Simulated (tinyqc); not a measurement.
Joule-heated wire on a substrate, fin equation: one step of the calculation.

A wire of length L loses heat along itself to two contacts and sideways to the substrate: kap A theta'' - g theta + p = 0 with theta = T - T0 and p = p0. The ends are held at T0. Constant conductivity, diffusive heat flow.

Question. Healing length. LH = sqrt(kap A/g); far from the contacts uniform heating p0 would give theta = p0/g.

Values chosen for this exercise:
- kap = 130 W/(m K) (conductivity along the wire)
- A = 430 nm^2 (cross-section)
- g = 0.15 W/(m K) (conductance per length to the substrate)
- L = 4800 nm (length between the contacts)
- p0 = 0.036 uW/nm (heating per length)

Wanted: LH; L/LH; p0/g.

Answer.

LH = 610.5 nm
L/LH = 7.863
p0/g = 240.0 K

tinyqc, about 0.01 s, one thread, Intel Xeon 2.30GHz (shared host): `OMP_NUM_THREADS=1 python tinyqc.py 2520107 2520108 out.jsonl`
